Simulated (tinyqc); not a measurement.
Carrier lifetime from Shockley-Read-Hall, radiative, Auger and surface recombination. From radiative efficiency at dn back to radiative coefficient B. Computed by tinyqc, a small Python program. Command: `OMP_NUM_THREADS=1 python tinyqc.py 3016265 3016266 out.jsonl lifetime inv`. One thread of a shared host (Intel(R) Xeon(R) Processor @ 2.30GHz), about 0.02 s of CPU time with the checks.

Energies are counted from the top of the valence band. Boltzmann statistics, full ionisation, and equal excess densities of electrons and holes.

Inputs (values chosen for the exercise, with bands modelled on GaP):
```
quantity                          value    unit
gap E_g                            2.24      eV
electron mass m_e                  0.49     m_0
valleys M_c                           3       -
hole mass m_h                     0.807     m_0
temperature T                       300       K
doping N                        1.5e+16   cm^-3
trap level E_t                    0.482      eV
trap density N_t                6.9e+11   cm^-3
electron cross-section sigma_n  5.3e-17    cm^2
hole cross-section sigma_p      2.3e-16    cm^2
Auger coefficient C_n           5.5e-31  cm^6/s
Auger coefficient C_p           4.3e-31  cm^6/s
excess density dn               6.8e+15   cm^-3
diffusion coefficient D             4.4  cm^2/s
```

Doping: p-type. Surface term: none.

Constants: m_0 = 9.1093837015e-31 kg; k_B = 1.380649e-23 J/K; h = 6.62607015e-34 J s; k_B = 8.617333262e-05 eV/K.

Method:
- N_c = 2 M_c (2 pi m_e k_B T/h^2)^(3/2) and N_v = 2 (2 pi m_h k_B T/h^2)^(3/2), masses in units of m_0.
- n_i = sqrt(N_c N_v) exp(-E_g/2 k_B T); majority density N/2 + sqrt(N^2/4 + n_i^2), minority density n_i^2 over it.
- v = sqrt(3 k_B T/m) with m_e or m_h; tau_n0 = 1/(sigma_n v_n N_t), tau_p0 = 1/(sigma_p v_p N_t); n1 = N_c exp(-(E_g - E_t)/k_B T), p1 = N_v exp(-E_t/k_B T).
- With n = n_0 + dn, p = p_0 + dn and U/dn = 1/tau: (n p - n_i^2)/dn = n_0 + p_0 + dn = s; 1/tau_SRH = s/[tau_p0 (n + n1) + tau_n0 (p + p1)]; 1/tau_rad = B s; 1/tau_Aug = (C_n n + C_p p) s; the rates add.
- Radiative efficiency = tau_eff/tau_rad; effective diffusion length = sqrt(D tau_eff).

Task: A run gave the result below. Find the radiative coefficient B, known to lie between 1e-14 and 2.6e-14 cm^3/s.

radiative efficiency at dn = 0.2698875

Result:

Each step takes the trial c = (a f_b - b f_a)/(f_b - f_a), f being the result less the target and a, b, c the logarithms of the listed values; c replaces end b, the old b replaces a if the sign of f changed, and otherwise f_a is halved.

Scan of the range:
```
radiative coefficient B (cm^3/s)  radiative efficiency at dn
1.00e-14                                            0.205174
1.17e-14                                            0.231963
1.38e-14                                            0.262661
1.61e-14                                            0.293586
1.89e-14                                            0.327902
2.22e-14                                            0.364298
2.60e-14                                            0.401612
```

False position (Illinois rule, in the logarithm of the input) inside the bracket:
```
step        end a        end b        trial  radiative efficiency at dn
1     1.38000e-14  1.61000e-14  1.43061e-14                    0.269697
2     1.61000e-14  1.43061e-14  1.43196e-14                    0.269883
3     1.61000e-14  1.43196e-14  1.43203e-14                    0.269892
4     1.43196e-14  1.43203e-14  1.43200e-14                    0.269887
```

Radiative efficiency at dn rises at every point of a 13-point scan of the range (every second point is shown), so one value fits; it is bracketed by 1.38e-14 and 1.61e-14. Answer: radiative coefficient B = 1.432e-14 cm^3/s.

Caution: beyond low injection D should be the ambipolar coefficient.
